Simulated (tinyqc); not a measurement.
Worked calculation: Stoner model of a band ferromagnet. Values are carried at full precision from step to step, so a last printed digit may differ when a step is redone from the rounded ones.

Density of states per atom and spin: two humps, D(e) = (M/W) [1 - sp cos(4 pi e/W)]. Levels e -/+ I m/2 for up and down spin, m = n_up - n_down, n_up + n_down = nd. At zero temperature e(N) is the energy below which N states lie, and E(m) = sum over spins of integral e D de - I m^2/4.

Values chosen for the exercise:
```
symbol  value  unit  meaning
W       4.2    eV    band width, e from -W/2 to W/2
M       5            states per atom and spin
nd      8.16         electrons per atom
sp      0.63         shape parameter
I       0.71   eV    Stoner parameter
```

## The paramagnetic state and the Stoner criterion

Find EF from nd/2 states per spin, D(EF) and the product I D(EF); below 1 the susceptibility is enhanced by 1/(1 - I D).

EF = 1.2230 eV
D(EF) = 1.8422 1/eV
I D(EF) = 1.3080

The paramagnet is unstable.

## Energy against moment

Tabulate the splitting that the band needs, e(n_up) - e(n_down), against I m, and E(m) - E(0), at nine moments up to saturation m_max = min(nd, 2M - nd).

Energy curve:
```
m      e(n_up) (eV)  e(n_down) (eV)  difference (eV)  I m (eV)  E - E(0) (meV)
0.000        1.2230          1.2230           0.0000    0.0000             0.0
0.230        1.2868          1.1616           0.1252    0.1633            -2.2
0.460        1.3542          1.1016           0.2525    0.3266            -8.7
0.690        1.4268          1.0423           0.3845    0.4899           -19.1
0.920        1.5073          0.9828           0.5245    0.6532           -32.6
1.150        1.6002          0.9226           0.6777    0.8165           -48.2
1.380        1.7143          0.8606           0.8536    0.9798           -63.7
1.610        1.8694          0.7960           1.0733    1.1431           -75.5
1.840        2.1000          0.7275           1.3725    1.3064           -76.6
```

dE/dm is half of (difference - I m), so E falls wherever I m exceeds the difference.

## The ground state

Take the lowest of E(0), the stationary points e(n_up) - e(n_down) = I m, and saturation.

m = 1.745 muB
exchange splitting I m = 1.239 eV
E - E(0) = -78.1 meV

n_up, n_down: 4.953  3.207

Both spin bands cross the Fermi level (a weak ferromagnet).

## Checks

- States in the band over M against 1: both 1.000000.

Run: tinyqc, `OMP_NUM_THREADS=1 python tinyqc.py 1681821 1681822 out.jsonl`; Intel(R) Xeon(R) Processor @ 2.30GHz, one thread, shared host; about 0.3 s of CPU time with all checks.
